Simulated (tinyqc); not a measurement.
Quarter-wave Bragg mirror and the threshold of a vertical cavity: two steps of the calculation.

N pairs of lossless layers, each a quarter wave thick at lam, in the order nH, nL from the incident medium n0 to the exit medium ns; normal incidence, no dispersion. At wavelength lam + dw each layer has the phase d = (pi/2) lam/(lam + dw) and the matrix [[cos d, i sin d/n], [i n sin d, cos d]].

Inputs (values chosen for the exercise); indices close to those of silicon and silicon dioxide: number of pairs N = 2; index of the incident medium n0 = 1; index of the exit medium ns = 1.5.

Task 1. Matrix of the stack. M = (M of one pair)^N.

M of one pair:
```
,1,2
1,-0.420038972+0.000000000i,0.000000000+0.006897193i
2,0.000000000+0.034708703i,-2.380161542+0.000000000i
```

Give: M.

Result 1.

M:
```
,1,2
1,0.1762+0.0000i,0.0000-0.0193i
2,0.0000-0.0972i,5.6649+0.0000i
```

Task 2. Reflection at the detuned wavelength. B = M11 + M12 ns, C = M21 + M22 ns; r = (n0 B - C)/(n0 B + C), T = 4 n0 ns/|n0 B + C|^2, R = |r|^2 = 1 - T.

M:
```
,1,2
1,0.176193345+0.000000000i,0.000000000-0.019313523i
2,0.000000000-0.097191328i,5.664929574+0.000000000i
```

Find: r; T; phase of r against its value at dw = 0.

Result 2.

r = -0.95928-0.00609i
T = 7.9737 %
phase of r against its value at dw = 0 = 0.0063462 rad

T is 1.00 times its value at the design wavelength.

Numbers from tinyqc (`OMP_NUM_THREADS=1 python tinyqc.py 2650129 2650130 out.jsonl`; about 0.01 s on one thread of a shared Intel Xeon 2.30GHz).
